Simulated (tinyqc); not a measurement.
Input admittance of a MOSFET at zero drain bias: distributed channel and distributed gate: one step of the calculation.

Source and drain grounded, strong inversion, w = 2 pi f, Cox = eps0 eox/tox. The channel is an RC line of resistance 1/(mu Cox Vo) per square fed from both ends, so one finger has the intrinsic admittance y = i w Cox L tanh(g)/g per width, g = (1/2) sqrt(i w tau), tau = L^2/(mu Vo). The vertical resistance rv/L is in series with y, the overlaps 2 i w Cov in parallel: y_t = 1/(1/y + rv/L) + 2 i w Cov. The gate strip is a line of Rsh/L per length loaded by y_t, so a finger has Y = y_t Wf tanh(k)/k, k = (Wf/sd) sqrt(y_t Rsh/L); the device has Nf Y.

Task. Input impedance of the device. k and Y as defined; Z = 1/(Nf Y) = R + 1/(i w C); Q = |Im Z|/R; signal at the point farthest from a contact |1/cosh k|.

Values chosen for this exercise; values of the order met in silicon radio-frequency transistors:

| symbol | value | unit | meaning |
|---|---|---|---|
| L | 0.41 | um | channel length |
| Wf | 1.5 | um | finger width |
| Nf | 64 |  | number of fingers |
| Rsh | 12 | ohm/square | sheet resistance of the gate |
| sd | 1 |  | number of ends at which a finger is contacted |
| f | 21 | GHz | frequency |

y_t = 21.20764+316.21117i uS/um

Wanted: k; Nf Y; R; C; Q; signal at the far point.

Result.

k = 0.10552+0.09868i
Nf Y = 2.245+30.326i mS
R = 2.4281 ohm
C = 231.10 fF
Q = 13.506
signal at the far point = 0.99927

Numbers from tinyqc (`OMP_NUM_THREADS=1 python tinyqc.py 2262141 2262142 out.jsonl`; about 0.01 s on one thread of a shared Intel Xeon 2.30GHz).
